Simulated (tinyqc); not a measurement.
Comparisons within one model: conductance of a narrow metal strip with scatterers (square lattice, Green functions). A value that a table varies takes the place of the one given here.

A strip of W sites across with hard walls, site energy 0 and hopping -t. Mode n = 1 to W has profile chi_n(j) = sqrt(2/(W + 1)) sin(n j pi/(W + 1)) and energy en = -2t cos(n pi/(W + 1)); E = en - 2t cos(kn a). With z_n = exp(i kn a) (Im k > 0 for closed modes, |z| < 1) each lead gives the self-energy -t z_n in mode n. One column carries the site energies v, here one foreign atom. In the mode basis V_nm = sum_j chi_n(j) v_j chi_m(j), G = (E - en + 2 t z_n - V)^-1, and t_nm = 2t sqrt(sin(kn a) sin(km a)) G_nm in size for open modes. T = sum |t_nm|^2, conductance (2e^2/h) T.

Constants: e^2/h = 3.874045865e-05 S.

Values chosen for the exercise (hopping and spacing of the size met in Cu or Al; the lattice is a model; not measured data):
- t = 1 eV (hopping)
- W = 3 (sites across)
- v = (1.3, 0, 0) eV (site energies in the scattering column)
- a = 2.84 angstrom (spacing)
- E = -1.54 eV (Fermi energy)

## Conductance steps with and without the scatterer

E is varied across the lower half of the band.

Against energy:

| E/t | E (eV) | open modes | T | reflected |
|---|---|---|---|---|
| -3.30 | -3.300 | 1 | 0.8804 | 0.1196 |
| -2.95 | -2.950 | 1 | 0.9675 | 0.0325 |
| -2.65 | -2.650 | 1 | 0.9805 | 0.0195 |
| -2.30 | -2.300 | 1 | 0.9884 | 0.0116 |
| -1.95 | -1.950 | 2 | 1.3204 | 0.6796 |
| -1.65 | -1.650 | 2 | 1.7043 | 0.2957 |
| -1.30 | -1.300 | 2 | 1.7990 | 0.2010 |
| -0.95 | -0.950 | 2 | 1.8461 | 0.1539 |
| -0.65 | -0.650 | 2 | 1.9084 | 0.0916 |
| -0.30 | -0.300 | 3 | 2.5864 | 0.4136 |
| 0.05 | 0.050 | 3 | 2.6182 | 0.3818 |

The clean strip goes from 1 to 3 open modes. The reflected flux ranges from 0.012 (E/t = -2.3) to 0.680 (E/t = -1.95). A scatterer on one site acts on one combination of modes only, so it can reflect at most one unit.

## The same scatterer in wider strips

Width (W + 1) a; the strength is the entry of v largest in size. The foreign atom sits at site W/2 + 1, rounded down. Added resistance (1/T - 1/M)/(2 e^2/h), M the number of open modes.

Against width:

| W | width (angstrom) | M | T | T/M | added resistance (ohm) |
|---|---|---|---|---|---|
| 3 | 11.4 | 2 | 1.9409 | 0.9704 | 196.6 |
| 4 | 14.2 | 2 | 1.9464 | 0.9732 | 177.8 |
| 5 | 17.0 | 3 | 2.8144 | 0.9381 | 283.7 |
| 6 | 19.9 | 4 | 3.4547 | 0.8637 | 509.3 |
| 8 | 25.6 | 5 | 4.8502 | 0.9700 | 79.7 |
| 10 | 31.2 | 6 | 5.8533 | 0.9755 | 53.9 |
| 14 | 42.6 | 8 | 7.8933 | 0.9867 | 21.8 |
| 20 | 59.6 | 12 | 11.7538 | 0.9795 | 22.5 |

The added resistance is 197 ohm at W = 3 and 22.5 at W = 20; from W = 10 to 20 it changes by a factor 0.42, where 1/M gives 0.50 and 1/M^2 gives 0.25. A point scatterer removes at most one unit of M (here 0.05 to 0.55), so its resistance is at most 1/(M (M - 1)) in units of h/2e^2, without bound for M = 1, with jumps where modes open or where the site sits near a node of the open modes; the largest value is at W = 6 (509 ohm).

## What each change does

Open modes M, T and the added resistance (1/T - 1/M)/(2 e^2/h). Each row changes one parameter from the base and keeps the others.

Results:

| case | M | T | added resistance (ohm) |
|---|---|---|---|
| base | 2 | 1.7452 | 942 |
| t = 1.04 eV | 2 | 1.7739 | 823 |
| E = -1.46 eV | 2 | 1.7669 | 851 |
| v = (1.69, 0, 0) eV | 2 | 1.6513 | 1363 |

The largest shifts from the base row, up to three for each result and ties (the steps differ in size, so this ranks the rows, not the parameters). M: unchanged at the printed digits by t, E and v. T: v -0.0939, t +0.0287, E +0.0218. added resistance (ohm): v +420, t -120, E -91.

Run: tinyqc, `OMP_NUM_THREADS=1 python tinyqc.py 1452113 1452114 out.jsonl`; Intel(R) Xeon(R) Processor @ 2.30GHz, one thread, shared host; about 0.01 s of CPU time with all checks.
